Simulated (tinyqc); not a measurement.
Inside a calculation. Method: sp3 tight binding, zinc-blende lattice. Computed by tinyqc, a small Python program that keeps every step. Command: `OMP_NUM_THREADS=1 python tinyqc.py 22205 22206 out.jsonl` (the two numbers bound the seeds that draw the settings). One thread of a shared host (Intel(R) Xeon(R) Processor @ 2.60GHz), about 0.01 s of CPU time with the checks.

## Bloch Hamiltonian at k

Parameters chosen for this model: zinc-blende lattice, anion at 0, cation at a/4 (1,1,1); V = eta hbar^2 / (m d^2), hbar^2/m = 7.619964 eV angstrom^2:
```
parameter          value      unit
a               6.120000  angstrom
d               2.650038  angstrom
Es anion      -15.480000        eV
Ep anion       -7.590000        eV
Es cation     -15.480000        eV
Ep cation      -7.590000        eV
eta ss         -1.400000
eta sp          1.840000
eta pp sigma    3.240000
eta pp pi      -0.810000
V ss           -1.519067        eV
V sp            1.996488        eV
V pp sigma      3.515554        eV
V pp pi        -0.878889        eV
```

k point k (2 pi / a): -0.710000  0.550000  -0.110000

Slater-Koster rules over the four bonds with direction cosines (l, m, n): ss V_ss; s-px l V_sp; px-s -l V_sp; px-px l^2 V_pps + (1 - l^2) V_ppp; px-py l m (V_pps - V_ppp); each times exp(i k.d).

H(k) at k (eV), lower triangle (Hermitian):
```
                      a s                 a px                a py                 a pz
a s            -15.480000
a px             0.000000            -7.590000
a py             0.000000             0.000000           -7.590000
a pz             0.000000             0.000000            0.000000            -7.590000
c s   -1.710245-0.713381i  -0.265188-2.649016i  0.462327+1.519458i  -3.101599-0.226492i
c px   0.265188+2.649016i   0.659666+0.275161i  3.941506+0.287825i  -0.587525-1.930924i
c py  -0.462327-1.519458i   3.941506+0.287825i  0.659666+0.275161i   0.337000+3.366364i
c pz   3.101599+0.226492i  -0.587525-1.930924i  0.337000+3.366364i   0.659666+0.275161i

             c s       c px       c py       c pz
c s   -15.480000
c px    0.000000  -7.590000
c py    0.000000   0.000000  -7.590000
c pz    0.000000   0.000000   0.000000  -7.590000
```

## Levels at k

Diagonalise the Hermitian matrix.

eigenvalues (eV): -18.811178  -16.490305  -13.463117  -12.473607  -6.796253  -4.266962  -2.679090  -1.519488

weights |c|^2 of the basis functions:
```
        band 1    band 2    band 3    band 4    band 5    band 6    band 7    band 8
a s   0.447956  0.345662  0.012296  0.001018  0.142514  0.046911  0.000728  0.002915
a px  0.023666  0.046747  0.128984  0.195750  0.110357  0.188411  0.152337  0.153747
a py  0.009366  0.027396  0.164438  0.280059  0.016384  0.011253  0.301196  0.189908
a pz  0.019012  0.080195  0.194282  0.023173  0.230744  0.253424  0.045739  0.153430
c s   0.447956  0.345662  0.012296  0.001018  0.142514  0.046911  0.000728  0.002915
c px  0.023666  0.046747  0.128984  0.195750  0.110357  0.188411  0.152337  0.153747
c py  0.009366  0.027396  0.164438  0.280059  0.016384  0.011253  0.301196  0.189908
c pz  0.019012  0.080195  0.194282  0.023173  0.230744  0.253424  0.045739  0.153430
```

## Bloch Hamiltonian at L

k point L (2 pi / a): 0.500000  0.500000  0.500000

As before.

H(k) at L (eV), lower triangle (Hermitian):
```
                      a s                 a px                 a py                 a pz
a s            -15.480000
a px             0.000000            -7.590000
a py             0.000000             0.000000            -7.590000
a pz             0.000000             0.000000             0.000000            -7.590000
c s   -2.148285-2.148285i   1.630125+1.630125i   1.630125+1.630125i   1.630125+1.630125i
c px  -1.630125-1.630125i   0.828624+0.828624i  -2.071560-2.071560i  -2.071560-2.071560i
c py  -1.630125-1.630125i  -2.071560-2.071560i   0.828624+0.828624i  -2.071560-2.071560i
c pz  -1.630125-1.630125i  -2.071560-2.071560i  -2.071560-2.071560i   0.828624+0.828624i

             c s       c px       c py       c pz
c s   -15.480000
c px    0.000000  -7.590000
c py    0.000000   0.000000  -7.590000
c pz    0.000000   0.000000   0.000000  -7.590000
```

## Levels at L

As before.

eigenvalues (eV): -19.479920  -16.353458  -11.691480  -11.691480  -8.365814  -3.488520  -3.488520  -1.940808

## Bands along a path

The same steps at evenly spaced points between the labelled ones.

Bands along the path (eV):
```
k             band 1      band 2      band 3      band 4     band 5     band 6     band 7     band 8
L         -19.479920  -16.353458  -11.691480  -11.691480  -8.365814  -3.488520  -3.488520  -1.940808
L-G 0.33  -20.268522  -14.950992  -11.330299  -11.330299  -8.318994  -3.849701  -3.849701  -2.601492
L-G 0.67  -21.206983  -12.295783  -10.475350  -10.475350  -8.424626  -4.704650  -4.704650  -4.212608
G         -21.556267   -9.933703   -9.933703   -9.933703  -9.403733  -5.246297  -5.246297  -5.246297
G-X 0.33  -21.084544  -12.243413  -11.154047  -11.154047  -7.594092  -5.217951  -4.025953  -4.025953
G-X 0.67  -19.717021  -14.998389  -12.797822  -12.797822  -6.205329  -5.219261  -2.382178  -2.382178
X         -17.603072  -17.603072  -13.449257  -13.449257  -5.466928  -5.466928  -1.730743  -1.730743
X-W 0.33  -17.603072  -17.603072  -13.449257  -13.449257  -5.466928  -5.466928  -1.730743  -1.730743
X-W 0.67  -17.603072  -17.603072  -13.449257  -13.449257  -5.466928  -5.466928  -1.730743  -1.730743
W         -17.603072  -17.603072  -13.449257  -13.449257  -5.466928  -5.466928  -1.730743  -1.730743
```

With 4 band(s) filled, the highest filled level on these points lies at G and the lowest empty one at G: a gap of 0.5300 eV, direct.
